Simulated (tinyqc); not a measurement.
# Input admittance of a MOSFET at zero drain bias: distributed channel and distributed gate: two studies

Source and drain grounded, strong inversion, w = 2 pi f, Cox = eps0 eox/tox. The channel is an RC line of resistance 1/(mu Cox Vo) per square fed from both ends, so one finger has the intrinsic admittance y = i w Cox L tanh(g)/g per width, g = (1/2) sqrt(i w tau), tau = L^2/(mu Vo). The vertical resistance rv/L is in series with y, the overlaps 2 i w Cov in parallel: y_t = 1/(1/y + rv/L) + 2 i w Cov. The gate strip is a line of Rsh/L per length loaded by y_t, so a finger has Y = y_t Wf tanh(k)/k, k = (Wf/sd) sqrt(y_t Rsh/L); the device has Nf Y.

Parameters, values chosen for the exercise; values of the order met in silicon radio-frequency transistors:
```
symbol  value        unit                                                                 meaning
eox       3.9              relative permittivity of the gate insulator (close to silicon dioxide)
tox       2.2          nm                                                     insulator thickness
L        0.28          um                                                          channel length
Wf        4.4          um                                                            finger width
Nf          1                                                                   number of fingers
mu        100  cm^2/(V s)                                                        channel mobility
Vo       0.35           V                                                          gate overdrive
Rsh        33  ohm/square                                            sheet resistance of the gate
rv        6.9    ohm um^2                                  vertical resistivity of the gate stack
sd          2                                       number of ends at which a finger is contacted
Cov       0.2       fF/um                             overlap and fringe capacitance on each side
f         3.9         GHz                                                               frequency
```

Constants: eps0 = 8.8541878128e-14 F/cm where lengths are in cm. Results are converted to the units shown.

Each table varies one quantity; the others keep the values above.

## Input impedance against frequency

Low-frequency limits, with c = Cox L and ct = c + 2 Cov: R_strip = Rsh Wf/(3 sd^2 L Nf), R_ch = (c/ct)^2 L/(12 mu Cox Vo Wf Nf), R_vert = (c/ct)^2 rv/(L Wf Nf), C = ct Wf Nf. Z = 1/(Nf Y) = R + 1/(i w C), Q = |Im Z|/R, far-point signal |1/cosh k|.

The same in every row: low-frequency R (ohm) = 129.0.

Input impedance against frequency:

| f (GHz) | w tau | \|k\| | R (ohm) | C (fF) | Q | signal at the far point |
|---|---|---|---|---|---|---|
| 0.04 | 0.005630 | 0.02622 | 129.0 | 21.10 | 1462 | 1.000 |
| 0.1 | 0.01407 | 0.04146 | 129.0 | 21.10 | 584.7 | 1.000 |
| 0.3 | 0.04222 | 0.07180 | 129.0 | 21.10 | 194.9 | 1.000 |
| 0.8 | 0.1126 | 0.1172 | 129.0 | 21.10 | 73.09 | 0.9999 |
| 2 | 0.2815 | 0.1854 | 129.0 | 21.09 | 29.24 | 0.9995 |
| 6 | 0.8445 | 0.3205 | 129.0 | 21.06 | 9.765 | 0.9957 |
| 20 | 2.815 | 0.5750 | 128.3 | 20.74 | 2.989 | 0.9572 |
| 40 | 5.630 | 0.7739 | 126.5 | 19.80 | 1.588 | 0.8756 |
| 100 | 14.07 | 1.017 | 117.6 | 15.69 | 0.8626 | 0.7251 |

What does the comparison show?

R falls from 129 to 118 ohm and C falls from 21.1 to 15.7 fF. Q goes as f^(-1.00) between the first two rows and f^(-0.67) between the last two, where w tau = 14.1 and |k| = 1.02. The low-frequency limits hold both R and C within 5 % up to f = 20 GHz among the rows.

## Effect of the channel length

Same model as above.

Result of one run:

| L (um) | w tau | \|k\| | R (ohm) | low-frequency R (ohm) | C (fF) | Q | signal at the far point |
|---|---|---|---|---|---|---|---|
| 0.03 | 0.0063011 | 0.33707 | 421.60 | 421.64 | 3.8308 | 25.268 | 0.99883 |

What becomes of these results when the channel length L is changed from 0.03 to 0.22 um, all else the same?

Result of the changed run:

| L (um) | w tau | \|k\| | R (ohm) | low-frequency R (ohm) | C (fF) | Q | signal at the far point |
|---|---|---|---|---|---|---|---|
| 0.22 | 0.33886 | 0.26174 | 121.63 | 121.64 | 16.948 | 19.797 | 0.99866 |

The whole series:

| L (um) | w tau | \|k\| | R (ohm) | low-frequency R (ohm) | C (fF) | Q | signal at the far point |
|---|---|---|---|---|---|---|---|
| 0.03 | 0.0063011 | 0.33707 | 421.60 | 421.64 | 3.8308 | 25.268 | 0.99883 |
| 0.058 | 0.023552 | 0.29736 | 231.31 | 231.32 | 5.7646 | 30.605 | 0.99921 |
| 0.11 | 0.084715 | 0.27506 | 144.39 | 144.40 | 9.3555 | 30.211 | 0.99923 |
| 0.22 | 0.33886 | 0.26174 | 121.63 | 121.64 | 16.948 | 19.797 | 0.99866 |
| 0.42 | 1.2350 | 0.25431 | 160.70 | 160.83 | 30.684 | 8.2760 | 0.99647 |
| 0.8 | 4.4808 | 0.24091 | 273.47 | 276.00 | 55.301 | 2.6985 | 0.99024 |
| 1.6 | 17.923 | 0.18090 | 480.48 | 542.96 | 80.502 | 1.0550 | 0.98889 |
| 3 | 63.011 | 0.12551 | 536.97 | 1021.5 | 73.785 | 1.0300 | 0.99455 |

As L goes from 0.03 to 3, R goes from 422 through a minimum of 122 (at L = 0.22 among the rows listed) to 537 ohm, C goes from 3.83 through a maximum of 80.5 (at L = 1.6 among the rows listed) to 73.8 fF and Q goes from 25.3 through a maximum of 30.6 (at L = 0.058 among the rows listed) to 1.03. R_strip falls as 1/L while R_ch grows with L, which gives the minimum of R.

tinyqc, about 0.01 s, one thread, Intel Xeon 2.30GHz (shared host): `OMP_NUM_THREADS=1 python tinyqc.py 2262119 2262120 out.jsonl`
